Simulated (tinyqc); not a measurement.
# Thin film between two gates, subbands and threshold shift from confinement, step by step

Computed by the program tinyqc: `OMP_NUM_THREADS=1 python tinyqc.py 2350068 2350069 out.jsonl`, one thread of a shared Intel Xeon 2.30GHz, about 0.06 s for the whole run. Printed values are rounded.

Undoped body with a flat potential across it, hard walls, transport along x. Three valley pairs (g = 2 each) with the longitudinal mass along x, y or z. Non-parabolicity enters the subband edges through E (1 + al E) = gamma, so E = 2 gamma/(1 + sqrt(1 + 4 al gamma)); motion within a subband is taken as parabolic with the band-edge mass. Energies are counted from the bulk band edge.

Inputs (values chosen for the exercise); masses close to those of silicon:
```
symbol  value  unit                                                meaning
T         300     K                                            temperature
ml      0.901    m0                                      longitudinal mass
mt      0.191    m0                                        transverse mass
al        0.5  1/eV                                       non-parabolicity
t         5.5    nm                               film thickness (along z)
dl        0.2    nm  widening of the box by penetration into the insulator
```

Constants: q = 1.602176634e-19 C, kB = 1.380649e-23 J/K, hbar = 1.054571817e-34 J s, m0 = 9.1093837015e-31 kg, Vt = kB T/q, hbar^2/(2 m0) = 0.0380998212 eV nm^2. Results are converted to the units shown.

## Lowest subbands

gamma = C (pi k/(t + dl))^2/mz, C = hbar^2/(2 m0). List the 6 lowest, labelled by valley axis and quantum numbers, with degeneracy g and N_k: N_k = g sqrt(mx my) m0 kB T/(pi hbar^2).

```
subband   E_k (eV)  g  N_k (cm^-2)
z1       0.0127640  2   4.12529e12
z2       0.0501254  2   4.12529e12
x1       0.0588630  2   8.95984e12
y1       0.0588630  2   8.95984e12
z3        0.109602  2   4.12529e12
z4        0.187878  2   4.12529e12
```

## Threshold shift

Each subband has N_k = g sqrt(mx my) m0 kB T/(pi hbar^2); without degeneracy n = exp(EF/Vt) sum N_k exp(-E_k/Vt). Classical value Nc times t, Nc = sum over valleys of 2 g (m m0 kB T/(2 pi hbar^2))^1.5 with m = (mx my mz)^(1/3). Threshold shift dVT = Vt ln(classical value/sum N_k exp(-E_k/Vt)). Use the subbands listed.

shares, subband z1 to z4 (%): 50.2345  11.8402  18.3408  18.3408  1.1863  0.0574
sum N_k exp(-E_k/Vt) = 5.01219e12 cm^-2
Nc = 2.72973e19 cm^-3
classical value = 1.50135e13 cm^-2
dVT = 28.3616 mV

With all subbands dVT = 28.34 mV. The lowest edge lies at 12.8 meV; dVT is larger than that, since sum N_k exp(-(E_k - E_1)/Vt) falls short of the classical value.
